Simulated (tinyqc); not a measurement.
Worked calculation: plane-wave Kohn-Sham cycle with exchange-only LDA in a layered model solid. Computed by tinyqc, a small Python program that keeps every step. Settings: points = 16, plane-wave index or count = 3, electrons = 2, k points = 1, area = 34.0, mixing = 0.1, iteration cap = 71, Kerker q0 = 0.63. Command: `OMP_NUM_THREADS=1 python tinyqc.py 24120 24121 out.jsonl` (the two numbers bound the seeds that draw the settings). One thread of a shared host (Intel(R) Xeon(R) Processor @ 2.60GHz), about 0.01 s of CPU time with the checks. Later iterations appear only in the table of the cycle.

## Iteration 1: potential

A solid whose potential varies along x alone (atomic units):

| parameter | value |
|---|---|
| period a | 15.400000 |
| cross-section of the cell | 34.000000 |
| electrons per cell | 2 |
| grid points | 16 |
| plane waves -n..n, n | 3 |
| k points | 1 |
| V1 in V1 cos(2 pi x/a) | -0.370000 |

density at the start, on the grid x_j = j a/N (e/bohr^3): 0.003820  0.003820  0.003820  0.003820  0.003820  0.003820  0.003820  0.003820  0.003820  0.003820  0.003820  0.003820  0.003820  0.003820  0.003820  0.003820

V_H(G) = 4 pi rho(G)/G^2 for G != 0 (uniform background); v_x = -(3 rho/pi)^(1/3); V = V_ext + V_H + v_x; Fourier components f(G_m) = (1/N) sum_j f(x_j) exp(-i G_m x_j).

Potentials on the grid (hartree):

| x | V_ext | V_H | v_x | V |
|---|---|---|---|---|
| 0.0000 | -0.3700 | 0.0000 | -0.1539 | -0.5239 |
| 0.9625 | -0.3418 | 0.0000 | -0.1539 | -0.4958 |
| 1.9250 | -0.2616 | 0.0000 | -0.1539 | -0.4156 |
| 2.8875 | -0.1416 | 0.0000 | -0.1539 | -0.2955 |
| 3.8500 | 0 | 0.0000 | -0.1539 | -0.1539 |
| 4.8125 | 0.1416 | 0.0000 | -0.1539 | -0.0123 |
| 5.7750 | 0.2616 | 0.0000 | -0.1539 | 0.1077 |
| 6.7375 | 0.3418 | 0.0000 | -0.1539 | 0.1879 |
| 7.7000 | 0.3700 | 0.0000 | -0.1539 | 0.2161 |
| 8.6625 | 0.3418 | 0.0000 | -0.1539 | 0.1879 |
| 9.6250 | 0.2616 | 0.0000 | -0.1539 | 0.1077 |
| 10.5875 | 0.1416 | 0.0000 | -0.1539 | -0.0123 |
| 11.5500 | 0 | 0.0000 | -0.1539 | -0.1539 |
| 12.5125 | -0.1416 | 0.0000 | -0.1539 | -0.2955 |
| 13.4750 | -0.2616 | 0.0000 | -0.1539 | -0.4156 |
| 14.4375 | -0.3418 | 0.0000 | -0.1539 | -0.4958 |

V(G_m), m = 0, 1, 2, ... (hartree): -0.1539  -0.1850  0.0000  0.0000  0.0000  0.0000  0.0000

## Iteration 1: Hamiltonian at one k

k = 0.0000 2 pi / a

H(m,m') = (k + G_m)^2/2 delta + V(G_m - G_m'), with V(-G) = V(G).

H (hartree), lower triangle:
```
         -3       -2       -1       +0       +1       +2      +3
-3   0.5952
-2  -0.1850   0.1790
-1   0.0000  -0.1850  -0.0707
+0   0.0000   0.0000  -0.1850  -0.1539
+1   0.0000   0.0000   0.0000  -0.1850  -0.0707
+2   0.0000   0.0000   0.0000   0.0000  -0.1850   0.1790
+3   0.0000   0.0000   0.0000   0.0000   0.0000  -0.1850  0.5952
```

## Iteration 1: levels at that k

Diagonalise the Hermitian matrix.

eigenvalues (hartree): -0.4053  -0.1796  0.0140  0.2112  0.2681  0.6718  0.6726

## Iteration 1: new density

Motion across x is left out: the lowest 1 band(s) hold two electrons at each of the k points (j + 1/2)/nk - 1/2. Residual R = rho(out) - rho(in); rho(new) = rho(in) + 0.1 R, with R(G) scaled by G^2/(G^2 + 0.63^2) (Kerker). rho(out) = 2/(a A nk) sum |psi|^2 with psi = sum c exp(i G x). Harris energy E = band energy - dV sum rho (V_H/2 + v_x) + (3/4) dV sum rho v_x with rho(in), dV = a A/N, band energy = (2/nk) sum of the filled levels.

rho(out) (e/bohr^3): 0.015818  0.012818  0.006796  0.002354  0.000555  0.000104  0.000018  0.000002  0.000000  0.000002  0.000018  0.000104  0.000555  0.002354  0.006796  0.012818

density after iteration 1 (e/bohr^3): 0.004398  0.004198  0.003829  0.003627  0.003625  0.003688  0.003739  0.003766  0.003774  0.003766  0.003739  0.003688  0.003625  0.003627  0.003829  0.004198

energy per cell = -0.733571 hartree

## Iteration 2: potential

As before.

Potentials on the grid (hartree):

| x | V_ext | V_H | v_x | V |
|---|---|---|---|---|
| 0.0000 | -0.3700 | 0.0197 | -0.1613 | -0.5117 |
| 0.9625 | -0.3418 | 0.0165 | -0.1589 | -0.4842 |
| 1.9250 | -0.2616 | 0.0091 | -0.1541 | -0.4065 |
| 2.8875 | -0.1416 | 0.0015 | -0.1513 | -0.2914 |
| 3.8500 | 0 | -0.0042 | -0.1513 | -0.1554 |
| 4.8125 | 0.1416 | -0.0076 | -0.1521 | -0.0181 |
| 5.7750 | 0.2616 | -0.0095 | -0.1528 | 0.0993 |
| 6.7375 | 0.3418 | -0.0104 | -0.1532 | 0.1782 |
| 7.7000 | 0.3700 | -0.0107 | -0.1533 | 0.2060 |
| 8.6625 | 0.3418 | -0.0104 | -0.1532 | 0.1782 |
| 9.6250 | 0.2616 | -0.0095 | -0.1528 | 0.0993 |
| 10.5875 | 0.1416 | -0.0076 | -0.1521 | -0.0181 |
| 11.5500 | 0 | -0.0042 | -0.1513 | -0.1554 |
| 12.5125 | -0.1416 | 0.0015 | -0.1513 | -0.2914 |
| 13.4750 | -0.2616 | 0.0091 | -0.1541 | -0.4065 |
| 14.4375 | -0.3418 | 0.0165 | -0.1589 | -0.4842 |

V(G_m), m = 0, 1, 2, ... (hartree): -0.1539  -0.1791  0.0007  -0.0003  -0.0001  0.0000  0.0000

## Iteration 2: Hamiltonian at one k

k = 0.0000 2 pi / a

As before.

H (hartree), lower triangle:
```
         -3       -2       -1       +0       +1       +2      +3
-3   0.5952
-2  -0.1791   0.1791
-1   0.0007  -0.1791  -0.0706
+0  -0.0003   0.0007  -0.1791  -0.1539
+1  -0.0001  -0.0003   0.0007  -0.1791  -0.0706
+2   0.0000  -0.0001  -0.0003   0.0007  -0.1791   0.1791
+3   0.0000   0.0000  -0.0001  -0.0003   0.0007  -0.1791  0.5952
```

## Iteration 2: levels at that k

As before.

eigenvalues (hartree): -0.3950  -0.1739  0.0142  0.2095  0.2628  0.6675  0.6682

## Iteration 2: new density

As before.

rho(out) (e/bohr^3): 0.015673  0.012745  0.006834  0.002417  0.000588  0.000114  0.000021  0.000003  0.000001  0.000003  0.000021  0.000114  0.000588  0.002417  0.006834  0.012745

density after iteration 2 (e/bohr^3): 0.004933  0.004553  0.003848  0.003455  0.003443  0.003560  0.003658  0.003710  0.003727  0.003710  0.003658  0.003560  0.003443  0.003455  0.003848  0.004553

energy per cell = -0.713420 hartree

## Convergence

Stop when sqrt(dV sum R^2) is below 1e-8, dV = a A/N.

Course of the cycle:

| iteration | E (hartree) | norm of the residual |
|---|---|---|
| 1 | -0.733571 | 1.21e-01 |
| 2 | -0.713420 | 1.16e-01 |
| 3 | -0.694356 | 1.10e-01 |
| 4 | -0.676436 | 1.05e-01 |
| 5 | -0.659665 | 1.00e-01 |
| 6 | -0.644022 | 9.57e-02 |
| 7 | -0.629466 | 9.13e-02 |
| 8 | -0.615950 | 8.72e-02 |
| 9 | -0.603419 | 8.32e-02 |
| 10 | -0.591819 | 7.95e-02 |
| 11 | -0.581095 | 7.60e-02 |
| ... | ... | ... |
| 61 | -0.467050 | 8.08e-03 |
| 62 | -0.467004 | 7.71e-03 |
| 63 | -0.466964 | 7.35e-03 |
| 64 | -0.466929 | 7.01e-03 |
| 65 | -0.466899 | 6.69e-03 |
| 66 | -0.466873 | 6.38e-03 |
| 67 | -0.466850 | 6.09e-03 |
| 68 | -0.466831 | 5.81e-03 |
| 69 | -0.466814 | 5.54e-03 |
| 70 | -0.466799 | 5.28e-03 |
| 71 | -0.466787 | 5.04e-03 |

Not converged within 71 iterations: the residual falls steadily but slowly, by a factor of about 0.95 a step. Reruns (cap 100 unless said): mixing 0.5, Kerker q0 1.0: not converged; mixing 0.3, Pulay depth 5: converged in 18 (E = -0.46673); the original settings with a cap of 400: converged in 353 (E = -0.46673).
